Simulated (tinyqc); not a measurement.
Square on-chip spiral inductor, lumped pi model: two steps of the calculation.

Outer diameter do = di + 2 n wd + 2 (n - 1) sp, mean da = (do + di)/2, fill p = (do - di)/(do + di), length l = 4 n da. L = 2.34 mu0 n^2 da/(1 + 2.75 p), mu0 = 4 pi 1e-7 H/m. Rs = rho l/(wd delta (1 - exp(-th/delta))), delta = sqrt(rho/(pi f mu0)). Cs = n wd^2 eps0 eo/hu across the coil. At each end Cox = l wd eps0 eo/(2 ho) leads to the substrate branch Rsi = 2 rs he/(l wd) in parallel with Csi = l wd eps0 11.7/(2 he). With one end grounded Y = 1/(Rs + i w L) + i w Cs + 1/[1/(i w Cox) + 1/(1/Rsi + i w Csi)], w = 2 pi f; Q = -Im Y/Re Y. Eddy currents in neighbouring turns and in the substrate are left out.

Values chosen for this exercise; values of the order met in silicon radio-frequency processes: number of turns n = 4.5; line width wd = 8 um; space between turns sp = 3 um; inner diameter di = 100 um; metal thickness th = 3.4 um; metal resistivity rho = 3 uohm cm; oxide below the coil ho = 8.8 um; oxide between coil and underpass hu = 1.3 um; relative permittivity of the oxide eo = 3; substrate resistivity rs = 100 ohm cm; effective spreading depth in the substrate he = 30 um; frequency f = 5.7 GHz.

Constants: eps0 = 8.8541878128e-12 F/m. Results are converted to the units shown.

Question 1. Geometry and model elements. do, l, L, delta, Rs, Cs, Cox, Rsi and Csi as defined.

Give: do; l; L; delta; Rs; Cs; Cox; Rsi; Csi.

Answer 1.

do = 193.0 um
l = 2637 um
L = 4.658 nH
delta = 1.155 um
Rs = 9.040 ohm
Cs = 5.885 fF
Cox = 31.84 fF
Rsi = 2844 ohm
Csi = 36.42 fF

Question 2. Admittance, quality factor and apparent inductance. Series branch 1/(Rs + i w L), substrate branch, total Y, Q = -Im Y/Re Y, apparent inductance Im(1/Y)/w, metal-only value w L/Rs, share of the loss in the substrate Re(substrate branch)/Re Y.

L = 4.6578067 nH
Rs = 9.0401109 ohm
Cs = 5.8846294 fF
Cox = 31.838854 fF
Rsi = 2844.1411 ohm
Csi = 36.423649 fF

Give: series branch; substrate branch; Y; Q; apparent inductance; w L/Rs; share of the loss in the substrate.

Answer 2.

series branch = 0.3239-5.9771i mS
substrate branch = 0.07494+0.61921i mS
Y = 0.3989-5.1471i mS
Q = 12.905
apparent inductance = 5.3924 nH
w L/Rs = 18.453
share of the loss in the substrate = 18.789 %

Q is 69.9 % of the metal-only value.

tinyqc, about 0.01 s, one thread, Intel Xeon 2.30GHz (shared host): `OMP_NUM_THREADS=1 python tinyqc.py 2302076 2302077 out.jsonl`
